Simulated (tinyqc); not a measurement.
From results back to parameters: Koster-Slater impurity in an sp3s* host.

Problem. In the Koster-Slater model a defect shifts the s level of its site by Vs and the p levels by Vp; an A1 level solves 1/Vs = G_s(E) and a T2 level 1/Vp = G_p(E), E from the top of the valence band. A defect has an A1 level at E = 0.2954 eV, one of the energies of the table, and a T2 level at 0.8861 eV.

G(E) of the host (1/eV):

| E (eV) | G_s | G_p |
|---|---|---|
| 0.0000 | -0.0703063 | 0.0983542 |
| 0.1477 | -0.0829497 | 0.0631677 |
| 0.2954 | -0.0974393 | 0.0360298 |
| 0.4431 | -0.1144624 | 0.0116944 |
| 0.5908 | -0.1350801 | -0.0122687 |
| 0.7384 | -0.1610793 | -0.0378924 |
| 0.8861 | -0.1958514 | -0.0679821 |
| 1.0338 | -0.2471738 | -0.1083313 |
| 1.1815 | -0.3407369 | -0.1777575 |

Find: Vs, Vp.

Solution. Read G_s and G_p at the two energies and invert them. Vs is attractive and pulls its level down from the conduction bands. Vp is attractive and pulls its level down from the conduction bands.

Vs, Vp (eV): -10.3  -14.7

tinyqc: `OMP_NUM_THREADS=1 python tinyqc.py 1450373 1450374 out.jsonl`; about 0.01 s, one thread, shared Intel(R) Xeon(R) Processor @ 2.30GHz.
